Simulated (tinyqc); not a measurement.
# Ion implantation: universal nuclear stopping, Lindhard-Scharff electronic stopping and a Gaussian range profile, step by step

A worked calculation. Computed by tinyqc, a small Python program that keeps every step. Command: `OMP_NUM_THREADS=1 python tinyqc.py 3024026 3024027 out.jsonl implant walk`. One thread of a shared host (Intel(R) Xeon(R) Processor @ 2.30GHz), about 0.09 s of CPU time with the checks. Intermediate numbers are printed to about 6 digits and carried at full precision; extremes and crossings named in words are read from the listed rows.

An ion slows by elastic collisions with screened nuclei and by friction with electrons; channelling is ignored and the target is uniform.

Inputs (values chosen for the exercise, modelled on nitrogen ions in germanium):

| quantity | value | unit |
|---|---|---|
| ion atomic number Z1 | 7 | - |
| ion mass M1 | 14 | u |
| target atomic number Z2 | 32 | - |
| target mass M2 | 72.63 | u |
| target density N | 44.2 | 1/nm^3 |
| ion energy E | 40 | keV |
| scale factor of electronic stopping k | 0.92 | - |
| dose Q | 5.5e+14 | 1/cm^2 |
| background C_B | 1.6e+15 | 1/cm^3 |
| displacement energy E_d | 15 | eV |
| anneal budget D t | 7.4e-14 | cm^2 |

Follow-up: anneal.

## Stopping at the entry energy

Reduced energy eps = 32.53 M2 E/(Z1 Z2 (M1 + M2)(Z1^0.23 + Z2^0.23)), E in keV; s_n = ln(1 + 1.1383 eps)/(2 (eps + 0.01321 eps^0.21226 + 0.19593 eps^0.5)) for eps up to 30 and ln(eps)/(2 eps) above; S_n = 8.462 Z1 Z2 M1 s_n/((M1 + M2)(Z1^0.23 + Z2^0.23)) in 1e-15 eV cm^2. S_e = k 3.83 Z1^(7/6) Z2/(Z1^(2/3) + Z2^(2/3))^(3/2) sqrt(E/M1) in 1e-15 eV cm^2, E in keV. dE/dx = N (S_n + S_e); 1e-15 eV cm^2 = 0.1 eV nm^2.

reduced energy eps = 1.28717

s_n = 0.296137

S_n = 23.9753 x 1e-15 eV cm^2

S_e = 36.2354 x 1e-15 eV cm^2

energy loss dE/dx = 266.131 eV/nm

Electronic stopping carries 60 % of the loss at entry.

## Range and straggle

Path length R = int_0^E dE'/(N (S_n + S_e)); energy lost to nuclei nu = int_0^E S_n/(S_n + S_e) dE' (both with E' = E y^3 and 64 Gauss-Legendre points in y). Estimates of Lindhard type: R_p = R/(1 + M2/(3 M1)), straggle dR_p = (2/3) R_p sqrt(M1 M2)/(M1 + M2).

path length R = 193.177 nm

projected range R_p = 70.7791 nm

straggle dR_p = 17.3687 nm

energy lost to nuclei nu = 21.5571 keV

54 % of the energy goes to nuclei over the whole path. Caution: the estimates of R_p and dR_p assume mainly nuclear stopping and an ion not much lighter than the target; here they are rough, and for light ions in heavy targets the straggle can be low by a factor of two or more.

## Gaussian profile

C(x) = C_p exp(-(x - R_p)^2/(2 dR_p^2)) with C_p = Q/(sqrt(2 pi) dR_p), 1 nm = 1e-7 cm; the profile falls to the background at x_j = R_p + dR_p sqrt(2 ln(C_p/C_B)); the peak atomic fraction is C_p/N.

peak concentration C_p = 1.26330e+20 1/cm^3

Depth x_j where C falls to C_B = 153.264 nm

peak atomic fraction = 0.00285813

## Damage

Kinchin-Pease count with efficiency 0.8: N_d = 0.8 nu/(2 E_d), taking all of nu as damage energy (an upper estimate, as recoils also lose energy to electrons). Spread over a depth R_p + dR_p, displacements per atom = Q N_d/(N (R_p + dR_p)).

displacements per ion N_d = 574.857

displacements per atom = 0.811500

One displacement per atom would need a dose of 6.8e14 per cm^2 if no defects annealed. Caution: above a few tenths of a displacement per atom cascades overlap, so the count overstates new damage; heavy ions turn silicon and germanium amorphous at such levels, while light ions such as boron and metal targets anneal much of the damage.

## Anneal

Far from the surface a Gaussian stays Gaussian: sigma^2 = dR_p^2 + 2 D t; peak Q/(sqrt(2 pi) sigma); x_j = R_p + sigma sqrt(2 ln(peak/C_B)).

width sigma = 17.7897 nm

peak after the anneal = 1.23340e+20 1/cm^3

x_j after the anneal = 155.173 nm

x_j moves by 1.91 nm.

## Nuclear against electronic stopping over energy

The formulas are those given above.

Stopping (1e-15 eV cm^2) and range:

| E (keV) | eps | S_n | S_e | R (nm) | nu/E |
|---|---|---|---|---|---|
| 1 | 3.21792e-02 | 19.7604 | 5.729 | 15.97 | 0.796628 |
| 2 | 6.43584e-02 | 23.5661 | 8.102 | 23.83 | 0.777753 |
| 5 | 1.60896e-01 | 27.4014 | 12.811 | 42.47 | 0.737369 |
| 10 | 3.21792e-01 | 28.4985 | 18.118 | 68.35 | 0.690810 |
| 20 | 6.43584e-01 | 27.3730 | 25.622 | 113.52 | 0.625728 |
| 50 | 1.60896e+00 | 22.5051 | 40.512 | 229.89 | 0.506531 |
| 100 | 3.21792e+00 | 17.3786 | 57.293 | 394.06 | 0.396642 |
| 200 | 6.43584e+00 | 12.3398 | 81.025 | 663.36 | 0.285290 |
| 500 | 1.60896e+01 | 7.0924 | 128.111 | 1257.60 | 0.163062 |

Nuclear stopping peaks near 10 keV among these rows (eps = 0.32; the universal curve peaks near 0.3). Electronic stopping overtakes it between 20 and 50 keV. The path length grows as E^0.58 at the low end and E^0.70 at the high end; constant stopping would give E^1, and stopping that rises with E, be it nuclear (below its peak) or electronic, gives a lower exponent.

Checks made by the program: range against adaptive quadrature (relative difference 2e-06).
